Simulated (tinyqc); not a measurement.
# Long-channel MOSFET, surface-potential model: what changes with what

n-channel transistor on a uniformly doped p-type body, gradual-channel approximation, constant mobility, Boltzmann statistics, full ionisation. Potentials are counted from the neutral body; V is the electron quasi-Fermi potential, Vsb at the source and Vsb + Vds at the drain. Charges are magnitudes per area.

Parameters, values chosen for the exercise; material values those of a made-up semiconductor:
```
symbol    value        unit                                      meaning
T           325           K                                  temperature
Eg         1.43          eV                                     band gap
eps_r      12.2               relative permittivity of the semiconductor
Nc      2.98e19       cm^-3       conduction-band density of states at T
Nv      2.99e19       cm^-3          valence-band density of states at T
Na       2.7e17       cm^-3                 acceptor density of the body
eox        3.72              relative permittivity of the gate insulator
tox         6.5          nm                          insulator thickness
Vfb       -1.12           V                            flat-band voltage
mu          130  cm^2/(V s)                             channel mobility
W            20          um                                   gate width
L             2          um                                  gate length
Vsb           0           V                     source-body reverse bias
Vgs        0.79           V                          gate-source voltage
Vds         0.5           V                         drain-source voltage
```

Constants: q = 1.602176634e-19 C, kB = 1.380649e-23 J/K, Vt = kB T/q, eps0 = 8.8541878128e-14 F/cm where lengths are in cm. Results are converted to the units shown.

Each table varies one quantity; the others keep the values above.

## Output curve

ni = sqrt(Nc Nv) exp(-Eg/(2 Vt)), Eg in volts; phiF = Vt ln(Na/ni); Cox = eps0 eox/tox; gamma = sqrt(2 q eps0 eps_r Na)/Cox. The surface potential psi at channel potential V solves Vgs + Vsb - Vfb - psi = gamma sqrt(G), G = psi - Vt + Vt exp((psi - 2 phiF - V)/Vt). Charge sheet: Qi = Cox gamma [sqrt(G) - sqrt(psi - Vt)]; I = mu (W/L) [integral of Qi dpsi from psi_0 to psi_L (drift) + Vt (Qi0 - QiL) (diffusion)], with psi_0 at V = Vsb and psi_L at V = Vsb + Vds. Pao-Sah: Qi(V) = (Cox gamma/2) integral from 3 Vt to psi of exp((u - 2 phiF - V)/Vt)/sqrt(G(u, V)) du, and I = mu (W/L) integral of Qi dV from Vsb to Vsb + Vds. Square law: VT = Vfb + 2 phiF + gamma sqrt(2 phiF + Vsb), m = 1 + gamma/(2 sqrt(2 phiF + Vsb)), I = mu Cox (W/L) [(Vgs - VT) v - m v^2/2] with v the smaller of Vds and (Vgs - VT)/m, and zero below VT.

In this table Vgs = 1 V.

Output curve:
```
Vds (V)  psi_L (V)  QiL (nC/cm^2)  I, charge sheet (uA)  I, Pao-Sah (uA)  I, square law (uA)
0.04         1.293          75.28                 4.408            4.506               7.284
0.08         1.324          55.39                 7.763            7.934               13.22
0.12         1.352          37.18                 10.14            10.36               17.81
0.17         1.382          18.25                 11.89            12.15               21.64
0.21         1.398          7.883                 12.55            12.81               23.20
0.25         1.407          2.558                 12.80            13.07               23.48
0.29         1.410         0.6822                 12.87            13.14               23.48
0.34         1.410         0.1182                 12.89            13.16               23.48
0.38         1.411        0.02847                 12.90            13.17               23.48
```

Read the table: what changes, and by how much?

The Pao-Sah current rises from 4.51 to 13.2 uA, while the charge at the drain end falls from 75.3 to 0.0285 nC/cm^2. The current first comes within 1 % of its last value at Vds = 0.25 V among the rows listed; the square law saturates at (Vgs - VT)/m = 0.236 V. Over the last two rows psi_L moves by less than 1 mV: the drain has lost hold of the surface potential, so the current no longer grows. In the last row the charge sheet is 2.0 % below Pao-Sah and the square law 78 % above it.

## Transfer curve from weak to strong inversion

Same model as above.

gm = dI/dVgs of the charge-sheet current.

Transfer curve from weak to strong inversion:
```
Vgs (V)  I, charge sheet (uA)  I, Pao-Sah (uA)  drift share (%)  gm/I (1/V)  I, square law (uA)
0.5                  8.189e-4         8.310e-4          0.06075       27.00                   0
0.68                   0.1024           0.1038            6.717       25.57                   0
0.85                    2.892            2.948            51.57       13.32               5.949
1.02                    14.92            15.24            74.45       7.072               26.70
1.2                     41.13            41.98            83.73       4.538               64.88
1.38                    81.94            83.56            88.62       3.195               119.3
1.55                    129.3            131.8            92.04       2.243               175.3
1.72                    179.6            182.9            94.08       1.673               231.3
1.9                     234.3            238.3            95.38       1.308               290.6
```

What does the comparison show?

The charge-sheet current rises from 8.19e-4 to 234 uA. In the first row gm/I is 27.0 1/V, a swing of 85.3 mV a decade, against Vt ln 10 = 64.5 mV a decade for an ideal gate; in the last it is 1.31 1/V. Drift passes half of the current at Vgs = 0.85 V among the rows listed (VT = 0.698 V). The charge sheet departs most from Pao-Sah at Vgs = 1.02 V, where it is 2.1 % below it. In the last row the square law is 22 % above Pao-Sah. For Vgs = 1.2 to 1.9 V the surface electron density at the source passes 0.3 Nc, where degeneracy and quantisation, left out here, matter.

## Effect of the source-body reverse bias

VT = Vfb + 2 phiF + gamma sqrt(2 phiF + Vsb), m = 1 + gamma/(2 sqrt(2 phiF + Vsb)). The swing is 20 mV/log10[I(VT - 0.14 V)/I(VT - 0.16 V)] of the charge-sheet current at the given Vds.

The same in every row: gamma (V^0.5) = 0.6033.

Effect of the source-body reverse bias:
```
Vsb (V)  VT (V)      m  swing (mV/decade)  I at Vgs, Vds (uA)
0        0.6980  1.279              85.02               1.151
0.5      0.8252  1.234              81.13             0.05148
1        0.9344  1.205              78.82            0.001823
1.5       1.032  1.185              77.26            8.263e-5
2         1.120  1.170              76.11            4.674e-6
2.5       1.202  1.158              75.23            3.169e-7
3         1.278  1.148              74.51            2.498e-8
```

Read the table: what changes, and by how much?

As Vsb goes from 0 to 3 V, VT rises from 0.698 to 1.28 V, the swing falls from 85.0 to 74.5 mV a decade and the current falls from 1.15 to 2.50e-8 uA. The swing is 3.1 % above m Vt ln 10 in the first row and 0.67 % above it in the last. The gate voltage is below VT in 6 of the 7 rows.

tinyqc, about 0.07 s, one thread, Intel Xeon 2.30GHz (shared host): `OMP_NUM_THREADS=1 python tinyqc.py 2360120 2360121 out.jsonl`
